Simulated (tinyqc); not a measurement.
## Potential step from the flux

Inverse problem. On one interval J = (q mu Vt/hx) [nb B(d) - na B(-d)], B(d) = d/(exp(d) - 1), d = (psi_b - psi_a)/Vt. Find psi_b - psi_a, and the step at which J would vanish.

Parameters, values chosen for the exercise:
```
symbol,value,unit,meaning
T,450,K,temperature
mu,1330,cm^2/(V s),electron mobility
na,3.9e15,cm^-3,density at the left node
nb,4.6e14,cm^-3,density at the right node
hx,130,nm,node spacing
```

Constants: q = 1.602176634e-19 C, kB = 1.380649e-23 J/K, Vt = kB T/q. Results are converted to the units shown.

J = -8871.7532 A/cm^2

Answer. B(d) falls and B(-d) rises with d, so J falls steadily with the step and one value matches. J = 0 needs nb/na = exp(d), the Boltzmann ratio.

psi_b - psi_a = 0.1350 V
step for J = 0 = -0.08289 V

Computed by the program tinyqc: `OMP_NUM_THREADS=1 python tinyqc.py 2220120 2220121 out.jsonl`, one thread of a shared Intel Xeon 2.30GHz, about 0.01 s for the whole run.
